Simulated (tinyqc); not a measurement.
Changing the temperature T: Schottky barrier with interface states (Cowley-Sze model), image lowering and contact resistance. Computed by tinyqc, a small Python program. Command: `OMP_NUM_THREADS=1 python tinyqc.py 3004802 3004803 out.jsonl pinning sweep`. One thread of a shared host (Intel(R) Xeon(R) Processor @ 2.30GHz), about 0.02 s of CPU time with the checks.

An n-type semiconductor under a metal. The barrier lies between the Schottky-Mott limit phi_M - chi and the Bardeen limit E_g - E_n, E_n being the neutrality level of the interface states; the space-charge term of the full Cowley-Sze expression is left out.

Inputs (values chosen for the exercise, with gap, mass and screening modelled on CdTe): gap E_g = 1.5 eV; electron affinity chi = 4.26 eV; metal work function phi_M = 5.21 eV; neutrality level E_n above the valence band = 0.935 eV; interface-state density D = 8.7e+12 cm^-2 eV^-1; dipole layer thickness delta = 0.54 nm; dipole layer constant eps_i = 2; dielectric constant eps_s = 9.94; electron mass m_e = 0.0939 m_0; valleys M_c = 1; donor density N = 4.1e+15 cm^-3; reverse bias V_r = 2.8 V.

Pinning factor from: interface states.

Constants: e = 1.602176634e-19 C; eps_0 = 8.8541878128e-12 F/m; k_B = 8.617333262e-05 eV/K; m_0 = 9.1093837015e-31 kg; k_B = 1.380649e-23 J/K; h = 6.62607015e-34 J s; hbar = 1.054571817e-34 J s.

Method:
- S = 1/(1 + e^2 D delta/(eps_i eps_0)); for D per eV, e^2 D is the number e x D in SI units, with 1 cm^-2 = 1e4 m^-2.
- phi_B = S (phi_M - chi) + (1 - S)(E_g - E_n); the hole barrier is E_g - phi_B.
- N_c = 2 M_c (2 pi m_e k_B T/h^2)^(3/2); xi = E_c - E_F solves N = N_c F_1/2(-xi/k_B T) (bisection; full ionisation).
- F_1/2(eta) = (2/sqrt(pi)) int_0^infinity sqrt(x)/(1 + exp(x - eta)) dx, by the trapezoid rule in t = sqrt(x) with step 0.02 up to t = 12 (for eta < -12 by exp(eta) - exp(2 eta)/2^(3/2)).
- V_bi = phi_B - xi; W = sqrt(2 eps_s eps_0 (V_bi + V_r - k_B T/e)/(e N)); field at the metal E_m = e N W/(eps_s eps_0); image lowering sqrt(e E_m/(4 pi eps_s eps_0)).
- A* = 4 pi e m_e M_c k_B^2/h^3 (a simple valley count); J_s = A* T^2 exp(-phi/k_B T).
- J_0 uses phi_B; the reverse current uses phi_B less the image lowering, times 1 - exp(-V_r/k_B T).
- E_00 = (e hbar/2) sqrt(N/(m_e eps_s eps_0)), E_0 = E_00 coth(E_00/k_B T); scaling form of the contact resistivity rho_c = (k_B/(e A* T)) exp(phi_B/E_0), which is the thermionic result when E_00 << k_B T and keeps only the leading exponential of tunnelling when E_00 >> k_B T; image lowering is left out of it.

One run for each value:
```
temperature T (K)  J_0 (A/cm^2)  contact resistivity rho_c (ohm cm^2)  E_00/k_B T
200                   4.067e-16                             3.903e+13     0.07140
250                   1.028e-11                             2.008e+09     0.05712
300                   9.475e-09                             2.663e+06     0.04760
400                   5.420e-05                             6.295e+02     0.03570
450                   1.013e-03                             3.802e+01     0.03173
500                   1.077e-02                             3.979e+00     0.02856
```

Give the missing row, temperature T (K) = 350.

Computed row:
```
temperature T (K)  J_0 (A/cm^2)  contact resistivity rho_c (ohm cm^2)  E_00/k_B T
350                   1.302e-06                             2.280e+04     0.04080
```

Interpolating between the two neighbouring rows (linearly) misses most in contact resistivity rho_c (ohm cm^2), by a factor of 58. Over the rows, J_0 (A/cm^2) rises from 4.07e-16 to 0.0108 (exponent d ln y / d ln x 45 between the first rows and 22 between the last); contact resistivity rho_c (ohm cm^2) falls from 3.90e13 to 3.98 (exponent d ln y / d ln x -44 between the first rows and -21 between the last); E_00/k_B T falls from 0.0714 to 0.0286 (exponent d ln y / d ln x about -1.0 throughout). A Richardson plot, ln(J_0/T^2) against 1/(k_B T), has slope -0.8352 eV, minus the barrier.
